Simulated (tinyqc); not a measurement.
## MOS inversion layer, Poisson-Schroedinger loop: effect of the sheet density of depletion charge

Electrons confined at an insulator interface at z = 0, treated as a hard wall; parabolic valleys, Hartree approximation, no image or exchange terms. The depletion charge lies far deeper than the electrons and gives a uniform field q Nd/(eps0 eps_r); the gate balances all charge. Energies are counted from the band edge at the interface.

Schroedinger equation -(C/mz) psi'' + (V0 + U) psi = E psi, C = hbar^2/(2 m0), psi(0) = 0, on a uniform mesh of 800 nodes with a far wall at 90 nm, 8 levels a set; V0 = q Nd z/(eps0 eps_r); dU/dz = q (Ns - integral of n from 0 to z)/(eps0 eps_r), U(0) = 0; N_k = g md m0 q Vt/(pi hbar^2) ln(1 + exp((EF - E_k)/Vt)), g the number of valleys of the set, sum N_k = Ns. Triangular well: E_k = a_k (C F^2/mz)^(1/3), a_1 = 2.338107, a_2 = 4.087949, C = hbar^2/(2 m0), F in eV/nm. Fang-Howard (all electrons in the lowest level of set A): b^3 = 6 (mz1/C) q (Nd + 11 Ns/32)/(eps0 eps_r), centroid 3/b, level C b^2/(4 mz1) + (3/b) q (Nd + 11 Ns/16)/(eps0 eps_r). The centroid adds 3.9 z_av/eps_r to an oxide-equivalent thickness. Shares under 0.0001 % are printed as 0.

Parameters, values chosen for the exercise; masses and permittivity close to those of In0.53Ga0.47As:
```
symbol   value   unit                                     meaning
T          300      K                                 temperature
eps_r     13.7                              relative permittivity
mz1     0.0414     m0  mass along z of valley set A (1 valley(s))
md1     0.0412     m0    in-plane density-of-states mass of set A
Ns        1e12  cm^-2                  sheet density of electrons
```

Constants: q = 1.602176634e-19 C, kB = 1.380649e-23 J/K, hbar = 1.054571817e-34 J s, m0 = 9.1093837015e-31 kg, Vt = kB T/q, eps0 = 8.8541878128e-14 F/cm where lengths are in cm, hbar^2/(2 m0) = 0.0380998212 eV nm^2. Results are converted to the units shown.

Effect of the sheet density of depletion charge:
```
Nd (cm^-2)	A1 (meV)	A2 (meV)	EF (meV)	share of A1 (%)	share of A2 (%)	centroid z_av (nm)	added oxide equivalent (nm)	Fang-Howard centroid (nm)
1e11	120	174	155	69.9	17.6	12.3	3.52	8.91
1.7e11	126	182	163	73.7	17.2	10.8	3.07	8.48
3.1e11	136	201	178	79.9	15.3	8.96	2.55	7.83
5.3e11	152	231	199	86.8	11.4	7.49	2.13	7.11
9.4e11	182	284	233	94.0	5.69	6.16	1.75	6.25
1.6e12	225	364	279	98.3	1.64	5.18	1.48	5.44
2.9e12	302	502	357	99.8	0.160	4.33	1.23	4.59
5e12	408	692	463	100	0.00635	3.66	1.04	3.89
```

As Nd goes from 1e11 to 5e12, A1 rises from 120 to 408 meV, the share of A1 rises from 69.9 to 100 % and the centroid falls from 12.3 to 3.66 nm. A1 goes as Nd^(0.56) between the last two rows (a triangular well in the field of that charge alone gives 2/3). The Fang-Howard centroid is 28 % below the full one in the first row, where A1 holds 69.9 %, and 6.1 % above it in the last, where A1 holds 100 %. For Nd = 1.6e12, 2.9e12, 5e12 the energies exceed 0.25 eV, where non-parabolicity matters for so light a mass.

Computed by the program tinyqc: `OMP_NUM_THREADS=1 python tinyqc.py 2160115 2160116 out.jsonl`, one thread of a shared Intel Xeon 2.30GHz, about 0.4 s for the whole run.
